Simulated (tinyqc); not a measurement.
Image-sensor pixel with a pinned photodiode, signal and noise: one step of the calculation.

A buried n layer between a heavily doped p+ surface layer and a p layer is emptied into a floating diffusion, read through a source follower with correlated double sampling (reset noise cancelled). One-dimensional abrupt junctions; no blooming, lag or crosstalk.

Problem. Quantum efficiency and dark current. QE = (1 - Rf)[exp(-al x1) - exp(-al x2)]. ni = sqrt(Nc Nv) exp(-Eg/(2 Vt)), Eg in volts; dark rates ni Wd A/tg (generation) and Jd ni^2 A (diffusion).

Parameters, values chosen for the exercise; material values close to those of silicon: temperature T = 293 K; band gap Eg = 1.12 eV; conduction-band density of states at T Nc = 2.7e19 cm^-3; valence-band density of states at T Nv = 2.52e19 cm^-3; photodiode area A = 14 um^2; absorption coefficient (light near 500 nm) al = 1.13 1/um; optical loss before the silicon Rf = 0.21; dead layer x1 = 0.13 um; depth of collection x2 = 2 um; generation lifetime tg = 0.0022 s; depleted depth Wd = 1.8 um; diffusion dark flux per ni^2 Jd = 1.3e7 x 1e-20 cm^4/s.

Constants: q = 1.602176634e-19 C, kB = 1.380649e-23 J/K, Vt = kB T/q. Results are converted to the units shown.

Wanted: QE; ni; generation rate; diffusion rate.

Solution.

QE = 0.59963
ni = 6.0819e9 cm^-3
generation rate = 69.666 electrons/s
diffusion rate = 0.67322 electrons/s

Of the light that enters, 14 % is lost in the dead layer and 10 % passes the collecting depth.

tinyqc, about 0.01 s, one thread, Intel Xeon 2.30GHz (shared host): `OMP_NUM_THREADS=1 python tinyqc.py 2630147 2630148 out.jsonl`
